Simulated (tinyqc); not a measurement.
Inside a calculation. Method: RKS/BLYP in the sto-3g basis, for Li-, spin multiplicity 1. The basis has no diffuse functions, so it cannot describe the extra electron: this is an exercise in the method, not the real anion. Computed by tinyqc, a small Python program that keeps every step (integrals from PySCF). Settings: charge = -1, multiplicity = 1, basis = sto-3g, energy threshold = 1e-10, iteration cap = 73, orthogonalisation = canonical, start = core, DIIS depth = 6, damping = 0.7, method = RKS, functional = blyp, grid = [30, 14]. Command: `OMP_NUM_THREADS=1 python tinyqc.py 21705 21706 out.jsonl` (the two numbers bound the seeds that draw the settings). One thread of a shared host (Intel(R) Xeon(R) Processor @ 2.60GHz), about 0.2 s of CPU time with the checks. Later iterations appear only in the table of the cycle.

## One-electron integrals

Geometry (angstrom):
```
atom        x        y        z
Li    0.00000  0.00000  0.00000
```

Basis sto-3g: exponents (1/bohr^2) and contraction coefficients of normalised primitives:
```
element  l (shell)  exponent  coefficient
Li           s (1)  16.11958      0.15433
Li           s (1)   2.93620      0.53533
Li           s (1)   0.79465      0.44463
Li           s (2)   0.63629     -0.09997
Li           s (2)   0.14786      0.39951
Li           s (2)   0.04809      0.70012
Li           p (3)   0.63629      0.15592
Li           p (3)   0.14786      0.60768
Li           p (3)   0.04809      0.39196
```

Overlap, kinetic and nuclear-attraction integrals over the contracted functions; the nuclear repulsion is the sum of Za Zb / Rab.

nuclear repulsion = 0 hartree

overlap S, order 1Li 1s, 1Li 2s, 1Li 2px, 1Li 2py, 1Li 2pz:
```
[[1.00000, 0.24114, 0.00000, 0.00000, 0.00000],
 [0.24114, 1.00000, 0.00000, 0.00000, 0.00000],
 [0.00000, 0.00000, 1.00000, 0.00000, 0.00000],
 [0.00000, 0.00000, 0.00000, 1.00000, 0.00000],
 [0.00000, 0.00000, 0.00000, 0.00000, 1.00000]]
```

kinetic energy T (hartree), order 1Li 1s, 1Li 2s, 1Li 2px, 1Li 2py, 1Li 2pz:
```
[[3.57679, -0.02024, 0.00000, 0.00000, 0.00000],
 [-0.02024, 0.10216, 0.00000, 0.00000, 0.00000],
 [0.00000, 0.00000, 0.31968, 0.00000, 0.00000],
 [0.00000, 0.00000, 0.00000, 0.31968, 0.00000],
 [0.00000, 0.00000, 0.00000, 0.00000, 0.31968]]
```

nuclear attraction V (hartree), order 1Li 1s, 1Li 2s, 1Li 2px, 1Li 2py, 1Li 2pz:
```
[[-7.98288, -0.96434, 0.00000, 0.00000, 0.00000],
 [-0.96434, -1.20692, 0.00000, 0.00000, 0.00000],
 [0.00000, 0.00000, -1.19726, 0.00000, 0.00000],
 [0.00000, 0.00000, 0.00000, -1.19726, 0.00000],
 [0.00000, 0.00000, 0.00000, 0.00000, -1.19726]]
```

core Hamiltonian H = T + V (hartree), order 1Li 1s, 1Li 2s, 1Li 2px, 1Li 2py, 1Li 2pz:
```
[[-4.40609, -0.98458, 0.00000, 0.00000, 0.00000],
 [-0.98458, -1.10476, 0.00000, 0.00000, 0.00000],
 [0.00000, 0.00000, -0.87758, 0.00000, 0.00000],
 [0.00000, 0.00000, 0.00000, -0.87758, 0.00000],
 [0.00000, 0.00000, 0.00000, 0.00000, -0.87758]]
```

## Two-electron integrals

Functions are numbered as in S; the eight-fold symmetry (ij|kl) = (ji|kl) = (kl|ij) leaves the list below.

Two-electron integrals (ij|kl) in chemists' order, unique and non-zero (hartree):
```
(11|11) 1.68040   (21|11) 0.26542   (21|21) 0.04994   (22|11) 0.39773
(22|21) 0.09286   (22|22) 0.29056   (31|31) 0.00898   (32|31) 0.01379
(32|32) 0.06418   (33|11) 0.39664   (33|21) 0.09288   (33|22) 0.29050
(33|33) 0.31295   (41|41) 0.00898   (42|41) 0.01379   (42|42) 0.06418
(43|43) 0.01687   (44|11) 0.39664   (44|21) 0.09288   (44|22) 0.29050
(44|33) 0.27921   (44|44) 0.31295   (51|51) 0.00898   (52|51) 0.01379
(52|52) 0.06418   (53|53) 0.01687   (54|54) 0.01687   (55|11) 0.39664
(55|21) 0.09288   (55|22) 0.29050   (55|33) 0.27921   (55|44) 0.27921
(55|55) 0.31295
```

## Orthogonalisation

S = U s U^T; canonical form X = U s^(-1/2), so that X^T S X = 1. Each column of U has its largest component positive (the first on a tie).

eigenvalues of S: [0.75886, 1.00000, 1.00000, 1.00000, 1.24114]

X, order 1Li 1s, 1Li 2s, 1Li 2px, 1Li 2py, 1Li 2pz:
```
[[0.81171, 0.00000, 0.00000, 0.00000, 0.63471],
 [-0.81171, 0.00000, 0.00000, 0.00000, 0.63471],
 [0.00000, 1.00000, 0.00000, 0.00000, 0.00000],
 [0.00000, 0.00000, 1.00000, 0.00000, 0.00000],
 [0.00000, 0.00000, 0.00000, 1.00000, 0.00000]]
```

Within a degenerate level the vectors are fixed only up to a rotation; this is one choice.

## Starting guess

The start is the orbitals of the core Hamiltonian; D = 2 C_occ C_occ^T.

D at the start, order 1Li 1s, 1Li 2s, 1Li 2px, 1Li 2py, 1Li 2pz:
```
[[2.12347, -0.51205, 0.00000, 0.00000, 0.00000],
 [-0.51205, 2.12347, 0.00000, 0.00000, 0.00000],
 [0.00000, 0.00000, 0.00000, 0.00000, 0.00000],
 [0.00000, 0.00000, 0.00000, 0.00000, 0.00000],
 [0.00000, 0.00000, 0.00000, 0.00000, 0.00000]]
```

## Iteration 1: exchange-correlation on the grid

Becke grid with 30 radial and 14 angular points per atom, points of zero weight dropped. rho = sum D_ij phi_i phi_j; V_xc,ij = sum w v_xc phi_i phi_j plus the gradient terms; v_xc is d(rho eps)/d rho at fixed gradient.

The 16 grid points with the largest w rho, of 420 (bohr, atomic units):
```
x                y         z        w      rho  |grad rho|^2    eps_xc      v_xc
-0.25630  -0.25630   0.25630  0.02630  1.13399      36.00215  -0.90982  -1.01424
-0.25630  -0.25630  -0.25630  0.02630  1.13399      36.00215  -0.90982  -1.01424
0.25630    0.25630   0.25630  0.02630  1.13399      36.00215  -0.90982  -1.01424
0.25630    0.25630  -0.25630  0.02630  1.13399      36.00215  -0.90982  -1.01424
0.25630   -0.25630  -0.25630  0.02630  1.13399      36.00215  -0.90982  -1.01424
-0.25630   0.25630  -0.25630  0.02630  1.13399      36.00215  -0.90982  -1.01424
0.25630   -0.25630   0.25630  0.02630  1.13399      36.00215  -0.90982  -1.01424
-0.25630   0.25630   0.25630  0.02630  1.13399      36.00215  -0.90982  -1.01424
0.34737    0.34737  -0.34737  0.05953  0.50097       6.89835  -0.73071  -0.77841
0.34737    0.34737   0.34737  0.05953  0.50097       6.89835  -0.73071  -0.77841
-0.34737   0.34737  -0.34737  0.05953  0.50097       6.89835  -0.73071  -0.77841
-0.34737  -0.34737   0.34737  0.05953  0.50097       6.89835  -0.73071  -0.77841
-0.34737   0.34737   0.34737  0.05953  0.50097       6.89835  -0.73071  -0.77841
0.34737   -0.34737   0.34737  0.05953  0.50097       6.89835  -0.73071  -0.77841
0.34737   -0.34737  -0.34737  0.05953  0.50097       6.89835  -0.73071  -0.77841
-0.34737  -0.34737  -0.34737  0.05953  0.50097       6.89835  -0.73071  -0.77841
```

electrons on the grid, sum of w rho = 4.00000

E_xc = sum of w rho eps_xc = -2.0788860 hartree

V_xc (hartree), order 1Li 1s, 1Li 2s, 1Li 2px, 1Li 2py, 1Li 2pz:
```
[[-1.10584, -0.14675, 0.00000, 0.00000, 0.00000],
 [-0.14675, -0.21427, 0.00000, 0.00000, 0.00000],
 [0.00000, 0.00000, -0.21221, 0.00000, 0.00000],
 [0.00000, 0.00000, 0.00000, -0.21221, 0.00000],
 [0.00000, 0.00000, 0.00000, 0.00000, -0.21221]]
```

## Iteration 1: building the Kohn-Sham matrix

J_ij = sum D_kl (ij|kl); F = H + J + V_xc; E = tr D H + tr D J / 2 + E_xc + E_nn.

Coulomb J (hartree), order 1Li 1s, 1Li 2s, 1Li 2px, 1Li 2py, 1Li 2pz:
```
[[4.14102, 0.70965, 0.00000, 0.00000, 0.00000],
 [0.70965, 1.36647, 0.00000, 0.00000, 0.00000],
 [0.00000, 0.00000, 1.36400, 0.00000, 0.00000],
 [0.00000, 0.00000, 0.00000, 1.36400, 0.00000],
 [0.00000, 0.00000, 0.00000, 0.00000, 1.36400]]
```

Kohn-Sham matrix F (hartree), order 1Li 1s, 1Li 2s, 1Li 2px, 1Li 2py, 1Li 2pz:
```
[[-1.37091, -0.42168, 0.00000, 0.00000, 0.00000],
 [-0.42168, 0.04744, 0.00000, 0.00000, 0.00000],
 [0.00000, 0.00000, 0.27421, 0.00000, 0.00000],
 [0.00000, 0.00000, 0.00000, 0.27421, 0.00000],
 [0.00000, 0.00000, 0.00000, 0.00000, 0.27421]]
```

total energy of this density = -7.2886100 hartree

This density is the starting one.

## Iteration 1: diagonalisation and new density

Diagonalise F' = X^T F X, C = X C', fill 2 alpha and 2 beta electrons from the bottom; D = 2 C_occ C_occ^T; the new density keeps 0.7 of the old one (damping). Each column has its largest component positive (the first on a tie).

F' = X^T F X (hartree):
```
[[-0.31634, 0.00000, 0.00000, 0.00000, -0.73074],
 [0.00000, 0.27421, 0.00000, 0.00000, 0.00000],
 [0.00000, 0.00000, 0.27421, 0.00000, 0.00000],
 [0.00000, 0.00000, 0.00000, 0.27421, 0.00000],
 [-0.73074, 0.00000, 0.00000, 0.00000, -0.87292]]
```

orbital energies (hartree): [-1.37657, 0.18730, 0.27421, 0.27421, 0.27421]

coefficients C, order 1Li 1s, 1Li 2s, 1Li 2px, 1Li 2py, 1Li 2pz:
```
[[0.98325, -0.30815, 0.00000, 0.00000, 0.00000],
 [0.06196, 1.02854, 0.00000, 0.00000, 0.00000],
 [0.00000, 0.00000, 0.70939, 0.00351, -0.70481],
 [0.00000, 0.00000, 0.70413, 0.04070, 0.70891],
 [0.00000, 0.00000, -0.03117, 0.99917, -0.02640]]
```

D after iteration 1, order 1Li 1s, 1Li 2s, 1Li 2px, 1Li 2py, 1Li 2pz:
```
[[2.12347, -0.51205, 0.00000, 0.00000, 0.00000],
 [-0.51205, 2.12347, 0.00000, 0.00000, 0.00000],
 [0.00000, 0.00000, 0.00000, 0.00000, 0.00000],
 [0.00000, 0.00000, 0.00000, 0.00000, 0.00000],
 [0.00000, 0.00000, 0.00000, 0.00000, 0.00000]]
```

Within a degenerate level the vectors are fixed only up to a rotation; this is one choice.

## Iteration 2: exchange-correlation on the grid

As before.

The 16 grid points with the largest w rho, of 420 (bohr, atomic units):
```
x                y         z        w      rho  |grad rho|^2    eps_xc      v_xc
-0.25630  -0.25630   0.25630  0.02630  1.13399      36.00215  -0.90982  -1.01424
-0.25630  -0.25630  -0.25630  0.02630  1.13399      36.00215  -0.90982  -1.01424
0.25630    0.25630   0.25630  0.02630  1.13399      36.00215  -0.90982  -1.01424
0.25630    0.25630  -0.25630  0.02630  1.13399      36.00215  -0.90982  -1.01424
0.25630   -0.25630  -0.25630  0.02630  1.13399      36.00215  -0.90982  -1.01424
-0.25630   0.25630  -0.25630  0.02630  1.13399      36.00215  -0.90982  -1.01424
0.25630   -0.25630   0.25630  0.02630  1.13399      36.00215  -0.90982  -1.01424
-0.25630   0.25630   0.25630  0.02630  1.13399      36.00215  -0.90982  -1.01424
0.34737    0.34737  -0.34737  0.05953  0.50097       6.89835  -0.73071  -0.77841
0.34737    0.34737   0.34737  0.05953  0.50097       6.89835  -0.73071  -0.77841
-0.34737   0.34737  -0.34737  0.05953  0.50097       6.89835  -0.73071  -0.77841
-0.34737  -0.34737   0.34737  0.05953  0.50097       6.89835  -0.73071  -0.77841
-0.34737   0.34737   0.34737  0.05953  0.50097       6.89835  -0.73071  -0.77841
0.34737   -0.34737   0.34737  0.05953  0.50097       6.89835  -0.73071  -0.77841
0.34737   -0.34737  -0.34737  0.05953  0.50097       6.89835  -0.73071  -0.77841
-0.34737  -0.34737  -0.34737  0.05953  0.50097       6.89835  -0.73071  -0.77841
```

electrons on the grid, sum of w rho = 4.00000

E_xc = sum of w rho eps_xc = -2.0788860 hartree

V_xc (hartree), order 1Li 1s, 1Li 2s, 1Li 2px, 1Li 2py, 1Li 2pz:
```
[[-1.10584, -0.14675, 0.00000, 0.00000, 0.00000],
 [-0.14675, -0.21427, 0.00000, 0.00000, 0.00000],
 [0.00000, 0.00000, -0.21221, 0.00000, 0.00000],
 [0.00000, 0.00000, 0.00000, -0.21221, 0.00000],
 [0.00000, 0.00000, 0.00000, 0.00000, -0.21221]]
```

## Iteration 2: building the Kohn-Sham matrix

As before.

Coulomb J (hartree), order 1Li 1s, 1Li 2s, 1Li 2px, 1Li 2py, 1Li 2pz:
```
[[4.14102, 0.70965, 0.00000, 0.00000, 0.00000],
 [0.70965, 1.36647, 0.00000, 0.00000, 0.00000],
 [0.00000, 0.00000, 1.36400, 0.00000, 0.00000],
 [0.00000, 0.00000, 0.00000, 1.36400, 0.00000],
 [0.00000, 0.00000, 0.00000, 0.00000, 1.36400]]
```

Kohn-Sham matrix F (hartree), order 1Li 1s, 1Li 2s, 1Li 2px, 1Li 2py, 1Li 2pz:
```
[[-1.37091, -0.42168, 0.00000, 0.00000, 0.00000],
 [-0.42168, 0.04744, 0.00000, 0.00000, 0.00000],
 [0.00000, 0.00000, 0.27421, 0.00000, 0.00000],
 [0.00000, 0.00000, 0.00000, 0.27421, 0.00000],
 [0.00000, 0.00000, 0.00000, 0.00000, 0.27421]]
```

total energy of this density = -7.2886100 hartree

This density is a damped mixture and is not idempotent.

## Iteration 2 (converged): orbitals

Diagonalise F' = X^T F X, C = X C', fill 2 alpha and 2 beta electrons from the bottom; D = 2 C_occ C_occ^T. Each column has its largest component positive (the first on a tie).

F' = X^T F X (hartree):
```
[[-0.31634, 0.00000, 0.00000, 0.00000, -0.73074],
 [0.00000, 0.27421, 0.00000, 0.00000, 0.00000],
 [0.00000, 0.00000, 0.27421, 0.00000, 0.00000],
 [0.00000, 0.00000, 0.00000, 0.27421, 0.00000],
 [-0.73074, 0.00000, 0.00000, 0.00000, -0.87292]]
```

orbital energies (hartree): [-1.37657, 0.18730, 0.27421, 0.27421, 0.27421]

coefficients C, order 1Li 1s, 1Li 2s, 1Li 2px, 1Li 2py, 1Li 2pz:
```
[[0.98325, -0.30815, 0.00000, 0.00000, 0.00000],
 [0.06196, 1.02854, 0.00000, 0.00000, 0.00000],
 [0.00000, 0.00000, -0.00509, 0.99991, 0.01238],
 [0.00000, 0.00000, 0.99616, 0.00399, 0.08750],
 [0.00000, 0.00000, -0.08745, -0.01278, 0.99609]]
```

D after iteration 2, order 1Li 1s, 1Li 2s, 1Li 2px, 1Li 2py, 1Li 2pz:
```
[[2.12347, -0.51205, 0.00000, 0.00000, 0.00000],
 [-0.51205, 2.12347, 0.00000, 0.00000, 0.00000],
 [0.00000, 0.00000, 0.00000, 0.00000, 0.00000],
 [0.00000, 0.00000, 0.00000, 0.00000, 0.00000],
 [0.00000, 0.00000, 0.00000, 0.00000, 0.00000]]
```

Within a degenerate level the vectors are fixed only up to a rotation; this is one choice.

## Convergence

Stop when the energy changes by less than 1e-10 hartree and every element of the error matrix X^T (F D S - S D F) X is below 3e-06.

Course of the cycle:
```
iteration  E (hartree)   change  largest element of the error matrix
1           -7.2886100        -                             1.31e-15
2           -7.2886100  0.00000                             4.58e-16
```

PySCF RKS in the same basis, fine grid = -7.2886093 hartree

Converged in 2 iterations.

## Populations

Mulliken: Z minus the diagonal of D S on the atom; Loewdin: the same with S^(1/2) D S^(1/2).

Charges (e):
```
atom  Mulliken   Loewdin
1Li   -1.00000  -1.00000
```
